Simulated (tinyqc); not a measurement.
Inside a calculation: hole subbands of a hard-walled well, four-band Luttinger model. Values are carried at full precision from step to step, so a last printed digit may differ when a step is redone from the rounded ones.

Constants: hbar^2/2m0 = 3.80998211 eV angstrom^2.

Inputs chosen for the exercise (near those of InAs; the results hold for these values, not for the real material):
- g1 = 19.76 (Luttinger gamma1)
- g2 = 8.4 (gamma2)
- L = 115 angstrom (well width along [001])
- Zs = 0 eV (shear strain energy)
- g3 = 9.15 (gamma3)
- k = 0.0242 1/angstrom (wave vector in the plane)
- N = 2 (sines for each component)
- kmax = 0.066 1/angstrom (end of the path)

## Levels at k = 0

R and S vanish: HHn = c (g1 - 2 g2)(n pi/L)^2 - Zs and LHn = c (g1 + 2 g2)(n pi/L)^2 + Zs, c = hbar^2/2m0, hole energies counted downwards. Sort HH1 to HH4 and LH1, LH2.

Levels:

| subband | E (eV) |
|---|---|
| HH1 | 0.0084 |
| HH2 | 0.0337 |
| HH3 | 0.0757 |
| LH1 | 0.1040 |
| HH4 | 0.1347 |
| LH2 | 0.4158 |

The top subband is HH1, 25.2 meV from HH2. In so narrow a gap the light holes are also strongly non-parabolic.

## The matrix at one k

Hole energies are counted downwards from the unstrained band edge, c = hbar^2/2m0. After the usual block transformation one block is H = [[P + Q - Zs, R - i S], [R + i S, P - Q + Zs]] in (heavy, light), with P +/- Q = c [(g1 +/- g2) k^2 + (g1 -/+ 2 g2) kz^2], R = sqrt(3) c gR k^2, S = 2 sqrt(3) c g3 k kz, kz = -i d/dz; axial approximation gR = (g2 + g3)/2. Zs = b (e_par - e_perp) is the shear part of the strain (the hydrostatic part shifts all levels alike and is left out). Basis sqrt(2/L) sin(n pi z/L), n = 1 to N, for each component: kz^2 gives (n pi/L)^2 and the heavy-light block is R delta_nm - 2 sqrt(3) c g3 k D_nm with D_nm = 4 n m/(L (n^2 - m^2)) for n + m odd, 0 otherwise. The other block has the same levels. The split-off band is left out.

Fill in the 2N x 2N matrix, in meV.

H(k) (meV):
```
       h1      h2      l1      l2
h1  71.25       0   33.91   67.77
h2      0   96.50  -67.77   33.91
l1  33.91  -67.77  129.30       0
l2  67.77   33.91       0  441.16
```

## Levels and mixing

Diagonalise; give the four lowest hole energies and the weight of the heavy component (the first half of the basis) in each.

levels (meV): 30.27  62.89  188.76  456.28

heavy weight: 0.651  0.928  0.382  0.038

The most mixed of the four is number 3, with 38 % heavy character. Against 60 sines these levels lie 7.5, 16.0, 102.5 and 334.4 meV too high: the small basis is not converged.

## Dispersion in the plane

N = 20, nine points from 0 to kmax.

Hole energies (meV):

| k (1/angstrom) | E1 | E2 | E3 | E4 | heavy weight of 1 | heavy weight of 2 |
|---|---|---|---|---|---|---|
| 0.0000 | 8.42 | 33.67 | 75.75 | 103.95 | 1.000 | 1.000 |
| 0.0083 | 14.06 | 31.81 | 75.66 | 110.22 | 0.994 | 0.913 |
| 0.0165 | 23.47 | 34.18 | 77.24 | 118.05 | 0.827 | 0.910 |
| 0.0248 | 22.74 | 47.53 | 87.32 | 122.29 | 0.650 | 0.890 |
| 0.0330 | 22.68 | 52.51 | 101.04 | 136.32 | 0.556 | 0.800 |
| 0.0413 | 24.79 | 53.69 | 104.07 | 157.07 | 0.492 | 0.726 |
| 0.0495 | 28.99 | 55.07 | 103.94 | 165.86 | 0.445 | 0.664 |
| 0.0578 | 35.07 | 57.82 | 104.02 | 167.76 | 0.410 | 0.612 |
| 0.0660 | 42.86 | 62.28 | 105.27 | 168.09 | 0.384 | 0.568 |

At small k the hole energy falls in subbands 2 and 3: an electron-like mass, caused by repulsion from a deeper subband. E2 - E1 is smallest, 10.7 meV, at k = 0.0165 of the points listed. The top subband goes from 1.00 to 0.38 in heavy weight.

## Mass of HH1 in the plane

Second order in k: 1/m = g1 + g2 - sum_n 12 c g3^2 D_1n^2/(LHn - HH1) over even n up to 60, with D_1n = 4n/(L (n^2 - 1)) in size, LHn - HH1 = c [(g1 + 2 g2) n^2 - (g1 - 2 g2)](pi/L)^2 + 2 Zs, c = hbar^2/2m0.

LHn - HH1 for n = 2, 4, 6 (meV): 407.4  1654.8  3733.9
terms for n = 2, 4, 6: 5.0521  0.1990  0.0364
sum of all terms = 5.3089
mass without mixing, 1/(g1 + g2) = 0.0355 m0
1/m with mixing = 22.8511 1/m0

Mixing with the light holes takes m from 0.036 to 0.044 m0.

## Checks

- 1/m of HH1 from the full matrix (N = 60) at small k against second order: both 22.851.
- The 2 x 2 block with gR = g2 (k along [100]) for a plane wave (k, 0, pi/L) against the bulk heavy-hole formula, eV: both 0.00933.
- Lowest level at the given k on a real-space grid of 240 points against 60 sines, eV: both 0.0228.

(tinyqc, `OMP_NUM_THREADS=1 python tinyqc.py 1280916 1280917 out.jsonl`, Intel(R) Xeon(R) Processor @ 2.30GHz, 1 thread, shared host, about 0.09 s.)
